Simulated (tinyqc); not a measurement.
Shallow acceptor in the spherical model (Baldereschi-Lipari), strong spin-orbit limit: one step, computed by the program tinyqc.

The 1S(3/2) state has an s envelope f(r) and a d envelope g(r). In effective units they obey -(f'' + 2f'/r + 2f/r) + mu (g'' + 5g'/r + 3g/r^2) = E f and -(g'' + 2g'/r - 6g/r^2 + 2g/r) + mu (f'' - f'/r) = E g. The cubic term, the split-off band and the central cell are left out.

Task: Effective units and couplings. Ry* = Ry/(gamma_1 eps^2), a* = a_0 eps gamma_1, mu = (6 gamma_3 + 4 gamma_2)/(5 gamma_1), delta = (gamma_3 - gamma_2)/gamma_1; spherical masses 1/(gamma_1 (1 - mu)) (heavy) and 1/(gamma_1 (1 + mu)) (light).

Inputs (values chosen for the exercise, for a model semiconductor):
```
quantity                 value  unit
Luttinger gamma_1         9.12     -
Luttinger gamma_2         2.83     -
Luttinger gamma_3         3.28     -
dielectric constant eps   6.96     -
```

Constants: Ry = 13.605693123 eV; a_0 = 0.529177210903 angstrom.

Give: Ry*; a*; mu; delta; heavy-hole mass; light-hole mass.

Result:

Ry* = 30.80 meV

a* = 33.59 angstrom

mu = 0.6798

delta = 0.04934

heavy-hole mass = 0.3425 m_0

light-hole mass = 0.06527 m_0
